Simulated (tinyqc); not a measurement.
Gupta-type many-body potential for a metal: one step, computed by the program tinyqc.

E_i = sum_j A exp(-p (r_ij/r0 - 1)) - xi rho_i^gamma, with rho_i = sum_j exp(-2 q (r_ij/r0 - 1)); gamma = 1/2 is the tight-binding second-moment form. The crystal is fcc unless stated; d is the neighbour distance and a fixed number of shells is kept.

Question. Equilibrium of the fcc crystal. fcc shells: d sqrt(k), k = 1..5, with 12, 6, 24, 12, 24 atoms; Omega = d^3/sqrt2. Equilibrium: dE/dd = 0; B = d^2 E''(d)/(9 Omega).

Inputs (values chosen for the exercise, modelled on lead):
```
quantity,value,unit
repulsion A,0.0934,eV
hopping xi,0.923,eV
decay p,9.74,-
decay q,3.73,-
reference distance r0,3.501,angstrom
shells kept,3,-
embedding exponent gamma,0.5,-
```

Constants: 1 eV/angstrom^3 = 160.2176634 GPa.

Give: neighbour distance d; lattice constant; cohesive energy E_c; bulk modulus B.

Answer.

neighbour distance d = 3.440 angstrom

lattice constant = 4.865 angstrom

cohesive energy E_c = 2.125 eV

bulk modulus B = 46.80 GPa
